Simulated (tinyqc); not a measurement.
# Threshold-voltage variability of a planar MOSFET, analytic estimates: what changes with what

Three independent sources add in quadrature: random dopants in the depleted layer, metal-gate grains of two orientations, and roughness of the two gate edges acting through the roll-off VT = VT(long) - Vr exp(-L/l). These are first-order estimates: no three-dimensional electrostatics, no percolation.

Parameters, values chosen for the exercise; material values those of a made-up semiconductor:

| symbol | value | unit | meaning |
|---|---|---|---|
| T | 325 | K | temperature |
| Eg | 0.916 | eV | band gap |
| eps_r | 8.97 |  | relative permittivity of the semiconductor |
| Nc | 3.09e19 | cm^-3 | conduction-band density of states at T |
| Nv | 3.81e19 | cm^-3 | valence-band density of states at T |
| Na | 2.8e18 | cm^-3 | channel doping |
| ti | 1.2 | nm | oxide-equivalent thickness in inversion |
| L | 65 | nm | gate length |
| W | 280 | nm | gate width |
| G | 5 | nm | metal grain size |
| dW | 0.15 | eV | work-function difference of the two grain orientations |
| p | 0.4 |  | share of the orientation of higher work function |
| De | 0.7 | nm | rms roughness of one gate edge |
| La | 15 | nm | correlation length of the roughness |
| l | 16 | nm | decay length of the threshold roll-off |
| Vr | 1.5 | V | prefactor of the roll-off |

Constants: q = 1.602176634e-19 C, kB = 1.380649e-23 J/K, Vt = kB T/q, eps0 = 8.8541878128e-14 F/cm where lengths are in cm. Results are converted to the units shown.

Each table varies one quantity; the others keep the values above.

## Effect of the correlation length of the roughness

ni = sqrt(Nc Nv) exp(-Eg/(2 Vt)), Eg in volts; Cox = 3.9 eps0/ti; Wd = sqrt(4 eps0 eps_r Vt ln(Na/ni)/(q Na)); dopants: s1 = (q/Cox) sqrt(Na Wd/(3 L W)). Grains: Ng = L W/G^2 (at least 1), s2 = dW sqrt(p (1 - p)/Ng). Edges, with exponential correlation and u = W/La: the mean gate length has sL^2 = 2 De^2 (2/u)[1 - (1 - exp(-u))/u]; s3 = sL (Vr/l) exp(-L/l). s = sqrt(s1^2 + s2^2 + s3^2). l and Vr are held fixed.

The same in every row: s1 (mV) = 5.1328; s2 (mV) = 2.7235.

Results:
```
La (nm)	s3 (mV)	s (mV)	s sqrt(L W) (mV um)
2	0.19018	5.8137	0.78431
10	0.41908	5.8257	0.78593
20	0.58160	5.8396	0.78781
40	0.79029	5.8641	0.79111
80	1.0263	5.9005	0.79602
160	1.2403	5.9415	0.80155
```

Estimate the missing row, La = 5 nm.

Computed row:
```
La (nm)	s3 (mV)	s (mV)	s sqrt(L W) (mV um)
5	0.29907	5.8183	0.78493
```

With this row back in the table: As La goes from 2 to 160 nm, s rises from 5.81 to 5.94 mV. The dopants are the largest source in the first and the last row. The edge term s3 rises from 0.190 to 1.24 mV: a longer correlation averages out less along the width.

## Effect of the gate length

Same model as above.

l and Vr are held fixed.

Effect of the gate length:
```
L (nm)	s1 (mV)	s2 (mV)	s3 (mV)	s (mV)	s sqrt(L W) (mV um)
39	6.6264	3.5161	2.5824	7.9335	0.82904
47	6.0361	3.2029	1.5663	7.0105	0.80422
57	5.4811	2.9084	0.83837	6.2613	0.79101
68	5.0183	2.6628	0.42156	5.6966	0.78605
82	4.5698	2.4248	0.17573	5.1763	0.78434
99	4.1590	2.2068	0.060731	4.7086	0.78396
120	3.7776	2.0045	0.016346	4.2765	0.78390
140	3.4974	1.8558	0.0046831	3.9592	0.78389
```

As L goes from 39 to 140 nm, s falls from 7.93 to 3.96 mV. The dopants are the largest source in the first and the last row. The product s sqrt(L W) falls from 0.829 to 0.784 mV um: s1 and s2 go as 1/sqrt(L W), so the change comes from s3 alone.

## Effect of the gate width

Same model as above.

l and Vr are held fixed.

Results:
```
W (nm)	s1 (mV)	s2 (mV)	s3 (mV)	s (mV)	s sqrt(L W) (mV um)
93	8.906	4.726	0.8308	10.12	0.7865
150	7.013	3.721	0.6775	7.968	0.7867
400	4.294	2.279	0.4290	4.880	0.7869
650	3.369	1.788	0.3391	3.829	0.7870
1100	2.590	1.374	0.2619	2.943	0.7870
1700	2.083	1.105	0.2112	2.368	0.7870
2800	1.623	0.8613	0.1648	1.845	0.7870
```

Estimate the missing row, W = 250 nm.

Computed row:
```
W (nm)	s1 (mV)	s2 (mV)	s3 (mV)	s (mV)	s sqrt(L W) (mV um)
250	5.432	2.882	0.5363	6.173	0.7869
```

With this row back in the table: As W goes from 93 to 2800 nm, s falls from 10.1 to 1.84 mV. The dopants are the largest source in the first and the last row. The product s sqrt(L W) stays near 0.787 mV um: s1 and s2 count independent dopants and grains, so they go as 1/sqrt(L W), and s3 is too small to matter.

Program tinyqc, `OMP_NUM_THREADS=1 python tinyqc.py 2090083 2090084 out.jsonl`; Intel Xeon 2.30GHz, shared host, one thread, about 0.01 s.
